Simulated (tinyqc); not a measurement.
Six-band hole subbands of a thin body in a field: sweeps and comparisons. A value that a table varies takes the place of the one given here.

Basis X, Y, Z times spin, hole energies counted downwards from the unstrained edge (the hydrostatic shift is left out), c = hbar^2/2m0. For a symmetric tensor T let C(T) have C_XX = L Txx + M (Tyy + Tzz), C_XY = N Txy (cyclic), L = c (g1 + 4 g2), M = c (g1 - 2 g2), N = 6 c g3. k = q + kz n, n the unit normal, q = k1 u + k2 v with u along the channel [1-10] and v = n x u. H = C(k k^T) + (Dso/3)(1 - L.sigma) - B + e F z with (L_k)_ij = -i epsilon_kij; B is the block C built from the traceless strain with 2b, -b and sqrt(3) d in place of L, M, N. Strain: exx = eyy = (s11 + s12) sx/2, ezz = s12 sx, exy = -s44 sx/4. Hard walls at z = 0 and t; basis sin(j pi z/t), j = 1 to Nz: kz^2 = (j pi/t)^2, kz = -i D with D_jl = 4 j l/(t (j^2 - l^2)), z_jj = t/2 and z_jl = -8 t j l/(pi (j^2 - l^2))^2 for j + l odd; 1 MV/cm = 0.01 eV/angstrom.

Nz = 14. E1 is the top subband at q = 0, gap the distance to the next pair, and the masses are c q^2/(E(q) - E1) at |q| = 0.02 1/angstrom (mean of the spin pair) along the channel [1-10] and across it in the plane; a dash marks a band that does not rise.

Constants: hbar^2/2m0 = 3.80998211 eV angstrom^2.

Values chosen for the exercise (near those of a p-type Ge channel; shifted at random, so the results belong to these values and not to a real crystal): g1 = 13.37 (Luttinger gamma1); g2 = 4.25 (gamma2); g3 = 5.68 (gamma3); Dso = 0.293 eV (spin-orbit splitting); b = -2.56 eV (tetragonal potential); d = -5.25 eV (trigonal potential); S = (9.72, -2.66, 14.97) 1/TPa (compliances s11, s12, s44); face = 111 (surface); t = 45 angstrom (body thickness); F = 0.8 MV/cm (field across the body); sx = -1.5 GPa (stress along the channel [1-10], negative in compression).

## Stress along the channel

Each row has its own sx.

Results:

| sx (GPa) | E1 (meV) | gap (meV) | m channel | m across |
|---|---|---|---|---|
| -3.0 | 93.5 | 152.8 | 0.041 | 0.249 |
| -2.0 | 132.9 | 152.3 | 0.045 | 0.180 |
| -1.0 | 165.1 | 151.6 | 0.054 | 0.118 |
| -0.5 | 176.8 | 151.3 | 0.063 | 0.094 |
| 0.0 | 184.6 | 151.2 | 0.076 | 0.076 |
| 0.5 | 188.2 | 151.3 | 0.094 | 0.063 |
| 1.0 | 187.7 | 151.6 | 0.117 | 0.055 |

Under 2 GPa of compression the channel mass goes from 0.076 to 0.045 m0, the mass across from 0.076 to 0.180; the gap to the next subband is 152, 151 and 152 meV at -2, 0 and +1 GPa. The lightest channel mass of the table, 0.041 m0, is at -3.0 GPa.

## Surface orientation and number of bands

Three faces, six bands; and four bands, with Dso set to 1000 eV.

Results:

| case | E1 (meV) | gap (meV) | m channel | m across |
|---|---|---|---|---|
| (001) 6 bands | 217.3 | 186.3 | 0.052 | 0.176 |
| (001) 4 bands | 229.3 | 291.9 | 0.068 | 0.086 |
| (110) 6 bands | 114.4 | 95.7 | 0.040 | 0.174 |
| (110) 4 bands | 183.3 | 181.2 | 0.052 | 0.090 |
| (111) 6 bands | 150.2 | 151.9 | 0.048 | 0.147 |
| (111) 4 bands | 165.6 | 152.2 | 0.061 | 0.069 |

With six bands the top subband is shallowest on (110) (114.4 meV) and deepest on (001). Without the stress E1 would be 255.4, 175.1 and 184.6 meV, so the stress moves it by -38.1, -60.7 and -34.4 meV. The lightest channel mass is on (110) (0.040 m0). Dropping the split-off band moves E1 by 12.1, 68.9 and 15.3 meV and the gap by 105.6, 85.5 and 0.3 meV on the three faces, with Dso = 293 meV.

## What each parameter does

Six bands. Each row changes one parameter from the base and keeps the others.

Results:

| case | E1 (meV) | gap (meV) | m channel (m0) | m across (m0) |
|---|---|---|---|---|
| base | 150.2 | 151.9 | 0.048 | 0.147 |
| t = 35 angstrom | 154.5 | 202.6 | 0.047 | 0.140 |
| F = 1.1 MV/cm | 193.8 | 177.0 | 0.050 | 0.150 |
| sx = -2 GPa | 132.9 | 152.3 | 0.045 | 0.180 |
| g3 = 5.28 | 172.7 | 188.1 | 0.047 | 0.128 |
| g2 = 4.89 | 150.2 | 151.9 | 0.048 | 0.142 |
| Dso = 0.44 eV | 154.9 | 152.0 | 0.052 | 0.115 |
| d = -4.2 eV | 157.2 | 151.8 | 0.050 | 0.137 |

The largest shifts from the base row, up to three for each result and ties (the steps differ in size, so this ranks the rows, not the parameters). E1 (meV): F +43.5, g3 +22.5, sx -17.3; unchanged at the printed digits by g2. gap (meV): t +50.7, g3 +36.2, F +25.1; unchanged at the printed digits by g2. m channel (m0): sx -0.004, Dso +0.003, t -0.002, F +0.002, d +0.002; unchanged at the printed digits by g2. m across (m0): sx +0.032, Dso -0.032, g3 -0.020.

Program tinyqc; command `OMP_NUM_THREADS=1 python tinyqc.py 1281297 1281298 out.jsonl`; about 0.3 s on one thread of a shared Intel(R) Xeon(R) Processor @ 2.30GHz.
